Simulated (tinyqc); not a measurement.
Raising U: Hubbard chain of 2 sites, mean field against exact. Computed by the program tinyqc. Collinear unrestricted mean field (the lowest of 40 random starts) against exact diagonalisation.

one-body matrix (hopping and site energies) (eV):
```
         1        2
1  -0.4000  -0.6100
2  -0.6100   0.0200
```

electrons, up and down: 1  1

Exact and mean-field results (eV):

| U | U/t | E exact | E mean field | mean \|n_up - n_down\| | double occupancy, exact | first gap in the sector |
|---|---|---|---|---|---|---|
| 0.300 | 0.492 | -1.51468 | -1.50716 | 0.000 | 0.242 | 1.135 |
| 0.610 | 1.000 | -1.37531 | -1.34278 | 0.000 | 0.208 | 0.995 |
| 1.220 | 2.000 | -1.15897 | -1.02601 | 0.000 | 0.149 | 0.779 |
| 1.830 | 3.000 | -1.00465 | -0.80188 | 0.722 | 0.106 | 0.625 |
| 2.440 | 4.000 | -0.89422 | -0.69237 | 0.858 | 0.077 | 0.514 |
| 3.660 | 6.000 | -0.75309 | -0.58577 | 0.941 | 0.043 | 0.373 |
| 4.880 | 8.000 | -0.66981 | -0.53357 | 0.968 | 0.027 | 0.290 |
| 7.320 | 12.000 | -0.57858 | -0.48199 | 0.986 | 0.013 | 0.199 |
| 12.200 | 20.000 | -0.50094 | -0.44107 | 0.995 | 4.87e-03 | 0.121 |

What does the comparison show, and why?

In absolute terms mean field is worst at U/t = 3.0, 0.203 eV too high: at small U it is nearly exact, and at large U it misses only exchange-scale energies. Its local moments set in at U/t = 3.0 of those listed, a broken symmetry that the exact state of a finite cluster with equal spins does not have. Relative to the exact energy its error is 0.5 % at the smallest U, 23 % at most and 12 % at the largest. The double occupancy falls from 0.242 to 0.005.
